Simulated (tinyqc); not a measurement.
# Stress and current directions compared

A cubic crystal with three pairs of conduction valleys along x, y and z; non-degenerate electrons, one relaxation time, masses unchanged. Stress s_ij = X a_i a_j with a the unit vector along the stress; strain e_ii = s11 s_ii + s12 (s_jj + s_kk), e_ij = s44 s_ij/2. Valley shift dE = Xu (n.e.n - trace(e)/3) with n the valley axis; share f proportional to exp(-dE/Vt). Inverse mass along the current d: (n.d)^2/ml + (1 - (n.d)^2)/mt; mu/mu0 = sum f (1/m) over the plain mean of 1/m. Rows: direction of the stress, of size |X|; columns: direction of the current and sign.

Inputs (values chosen for the exercise); values close to those of silicon: temperature T = 273 K; compliance s11 = 7.58 1/TPa; compliance s12 = -2.13 1/TPa; compliance s44 = 12.6 1/TPa; shear deformation potential Xu = 9.26 eV; longitudinal mass ml = 0.918 m0; transverse mass mt = 0.197 m0; uniaxial stress (tension positive) X = 110 MPa.

Constants: q = 1.602176634e-19 C, kB = 1.380649e-23 J/K, Vt = kB T/q. Results are converted to the units shown.

mu/mu0:
```
	I [100], tension	I [100], compression	I [110], tension	I [110], compression
[100]	1.092	0.8948	1.023	0.9737
[110]	1.026	0.9761	1.026	0.9761
[001]	0.9542	1.053	0.9542	1.053
[111]	1.000	1.000	1.000	1.000
```

What do the numbers show?

The largest gain, 1.09, is for stress along [100], tension, current along [100]; the largest loss, 0.895, for [100], compression, current along [100]. Entries equal to one are cases in which the valleys are not split or have equal mass along the current.

Numbers from tinyqc (`OMP_NUM_THREADS=1 python tinyqc.py 2530080 2530081 out.jsonl`; about 0.01 s on one thread of a shared Intel Xeon 2.30GHz).
